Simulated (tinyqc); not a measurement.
Electron continuity equation in a given potential, Scharfetter-Gummel discretisation: error of the current against the mesh.

Steady state in one dimension: J = q mu n E + q D dn/dx with E = -dpsi/dx and D = mu Vt, dJ/dx = q (n/tau - G), fixed densities nL and nR at the ends. The potential is given, psi = U x/L, and is not changed by the electrons.

Fluxes J_i = (q D/h)(n_(i+1) P_i - n_i Q_i), d_i = (psi_(i+1) - psi_i)/Vt: Scharfetter-Gummel P = B(d), Q = B(-d), B(d) = d/(exp(d) - 1); central P = 1 - d/2, Q = 1 + d/2; upwind P = 1 + max(-d, 0), Q = 1 + max(d, 0). Balance at each inner node: J_i - J_(i-1) = q h (n_i/tau - G). The reference is Scharfetter-Gummel on 4000 intervals or more. Errors are those of J on the first interval against the reference at its midpoint; errors under 1e-6 % are printed as 0.

Values chosen for this exercise; mobility close to that of gallium phosphide at room temperature:

| symbol | value | unit | meaning |
|---|---|---|---|
| T | 300 | K | temperature |
| mu | 253 | cm^2/(V s) | electron mobility |
| L | 1.6 | um | length of the region |
| nL | 5.7e12 | cm^-3 | density at x = 0 |
| nR | 1.4e12 | cm^-3 | density at x = L |
| tau | 8.2e-10 | s | lifetime |
| G | 0 | cm^-3 s^-1 | uniform generation rate |
| U | -0.77 | V | potential difference psi(L) - psi(0) |

Constants: q = 1.602176634e-19 C, kB = 1.380649e-23 J/K, Vt = kB T/q. Results are converted to the units shown.

Results:
```
N    largest |d|  reference J (A/cm^2)  SG error (%)  central error (%)  upwind error (%)
5          5.957                0.2376          1.28               12.1           -0.0435
10         2.978                0.2349         0.532               1.42            -0.614
40        0.7446                0.2313        0.0608              0.125            -0.396
80        0.3723                0.2304        0.0171             0.0333            -0.228
160       0.1862                0.2299       4.53e-3            8.60e-3            -0.123
```

Estimate the missing row, N = 20.

Computed row:
```
N   largest |d|  reference J (A/cm^2)  SG error (%)  central error (%)  upwind error (%)
20        1.489                0.2328         0.195              0.443            -0.590
```

With this row back in the table: From N = 80 to 160 the error shrinks by 3.8 (Scharfetter-Gummel), 3.9 (central), 1.9 (upwind); 4 marks second order and 2 first order. At N = 5 the errors are 1.3, 12 and -0.043 %. The central densities go negative for N = 5, so its current there is not to be trusted, whatever its error.

Numbers from tinyqc (`OMP_NUM_THREADS=1 python tinyqc.py 2220034 2220035 out.jsonl`; about 0.01 s on one thread of a shared Intel Xeon 2.30GHz).
